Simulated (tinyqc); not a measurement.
Inside a calculation. Model: time-dependent dielectric breakdown: cell percolation, Weibull statistics, area scaling and voltage extrapolation. Computed by tinyqc, a small Python program that keeps every step. Command: `OMP_NUM_THREADS=1 python tinyqc.py 3015779 3015780 out.jsonl tddb walk`. One thread of a shared host (Intel(R) Xeon(R) Processor @ 2.30GHz), about 0.01 s of CPU time with the checks. Intermediate numbers are printed to about 7 digits and carried at full precision; extremes and crossings named in words are read from the listed rows.

The oxide is divided into columns of area a^2, each holding m = t_ox/a cells (m is taken as continuous). A share lambda(t) = (t/t_1)^alpha of the cells is defective, and a column whose cells are all defective breaks down.

Inputs (values chosen for the exercise, for a model gate oxide): oxide thickness t_ox = 3.2 nm; defect cell size a = 0.96 nm; exponent alpha of defect growth = 0.82; time t_1 at which the occupied share would reach 1 = 820000 s; test area A = 200 um^2; product area A_u = 1e+06 um^2; stress voltage V = 4.64 V; use voltage V_u = 2.7 V; local exponent n = -d ln t/d ln V at the stress voltage = 26; activation energy E_a = 0.66 eV; stress temperature T = 150 C; use temperature T_u = 100 C; allowed failure fraction F = 1e-06.

Voltage law used: E.

Constants: k_B = 8.617333262e-05 eV/K.

## Weibull parameters from the cell model

Failure fraction F = 1 - (1 - lambda^m)^N with N = A/a^2 columns, which for small lambda^m is 1 - exp(-(t/t63)^beta) with beta = alpha m and t63 = t_1 N^(-1/beta); critical share lambda(t63) = N^(-1/m). 1 um^2 = 1e6 nm^2.

cells per column m = 3.333333

columns N = 2.170139e+08

Weibull slope beta = 2.733333

characteristic life t63 = 730.9361 s

critical share of defective cells = 0.003155395

Times between F = 10 % and 90 % span a factor 3.09: the smaller beta = alpha m, the wider the scatter. Caution: t_1 is an input here; in a real oxide it changes with thickness at fixed voltage.

## A sample of breakdown times

uniform random numbers u: [0.7203, 0.3775, 0.4435, 0.5757, 0.2791, 0.2149, 0.5735, 0.4349, 0.9748, 0.8359]

Each device fails at t = t63 (-ln(1 - u))^(1/beta). Sort the times; median rank F_i = (i - 0.3)/(n_s + 0.4) for n_s devices; W = ln(-ln(1 - F_i)).

Weibull plot:
```
i      t (s)        F_i      ln t          W
1    434.920  0.0673077  6.075162  -2.663843
2    485.734  0.1634615  6.185662  -1.723263
3    556.244  0.2596154  6.321208  -1.202023
4    595.354  0.3557692  6.389155  -0.821667
5    601.157  0.4519231  6.398856  -0.508595
6    689.378  0.5480769  6.535789  -0.230365
7    690.905  0.6442308  6.538003   0.032925
8    798.658  0.7403846  6.682933   0.299033
9    907.639  0.8365385  6.810846   0.593977
10  1177.433  0.9326923  7.071092   0.992689
```

## Fitting the sample

W = ln(-ln(1 - F_i)) with the median ranks F_i. Least squares in W: W = beta ln t - beta ln t63. Maximum likelihood: solve sum t^b ln t/sum t^b - 1/b = mean of ln t for b, then t63 = (mean of t^b)^(1/b).

slope by least squares = 3.575779

t63 by least squares = 770.5958 s

slope by maximum likelihood = 3.407305

t63 by maximum likelihood = 770.8891 s

The true values are beta = 2.733 and t63 = 731 s. With 10 devices the standard error of the maximum-likelihood slope is about 0.78 beta/sqrt(n_s) = 0.67; the fits miss by +0.84 and +0.67, and t63 by +5 and +5 %.

## Projection to use conditions

All three voltage laws share the slope n at the stress voltage. Factor t(V_u)/t(V): E law exp(n (1 - V_u/V)); 1/E law exp(n (V/V_u - 1)); power law (V/V_u)^n. Temperatures in kelvin are T(C) + 273.15. Temperature factor exp[(E_a/k_B)(1/T_u - 1/T)]; area factor (A/A_u)^(1/beta); percentile factor (-ln(1 - F))^(1/beta); life = t63 x all four; 1 year = 3.15576e7 s.

voltage factor = 52611.48

temperature factor = 11.30548

area factor = 0.04433210

percentile factor = 0.006380844

projected life = 0.003897099 years

Area and percentile together cost 3.5 decades, voltage and temperature return 5.8; a ten-year target is missed.

## Three voltage laws

Life = t63 x voltage, temperature, area and percentile factors, the last three as above.

Log10 of the life in years:
```
V_u/V  V_u (V)      E law    1/E law  power law
1.00     4.640  -7.130339  -7.130339  -7.130339
0.95     4.408  -6.565756  -6.536041  -6.551153
0.90     4.176  -6.001173  -5.875711  -5.940644
0.80     3.712  -4.872008  -4.307425  -4.610679
0.70     3.248  -3.742842  -2.291058  -3.102888
0.60     2.784  -2.613676   0.397432  -1.362272
0.50     2.320  -1.484511   4.161317   0.696441
0.40     1.856  -0.355345   9.807146   3.216101
```

At V_u/V = 0.9 the laws differ by 0.13 decades at most, and at 0.5 by 5.6. The E law is the most cautious and the 1/E law the most hopeful. Ten years are reached at V_u/V = 0.280 (E), 0.581 (1/E), 0.487 (power). Caution: the rows at low voltage extrapolate over many decades and cannot be tested.

Checks made by the program: Weibull form against the exact column count at t63 (relative difference 1e-09).
